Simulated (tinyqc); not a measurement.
## Interface states from two metals

Inverse problem. Schottky barriers follow phi = S (pM - chi) + (1 - S) E0, S = 1/(1 + q Ds dl/(eps0 ei)). Find S, E0 and Ds.

Parameters, values chosen for the exercise; material values close to those of silicon: electron affinity chi = 3.97 eV; thickness of the interface layer dl = 0.57 nm; its relative permittivity ei = 3.4.

Constants: q = 1.602176634e-19 C, eps0 = 8.8541878128e-14 F/cm where lengths are in cm. Results are converted to the units shown.

phi for pM = 4.12 and 4.98 eV (eV): 0.48899196  0.75402648

Solution. The slope is S, and either point then gives E0.

S = 0.3082
E0 = 0.6400 eV
Ds = 7.400e13 cm^-2 eV^-1

Program tinyqc, `OMP_NUM_THREADS=1 python tinyqc.py 2430105 2430106 out.jsonl`; Intel Xeon 2.30GHz, shared host, one thread, about 0.01 s.
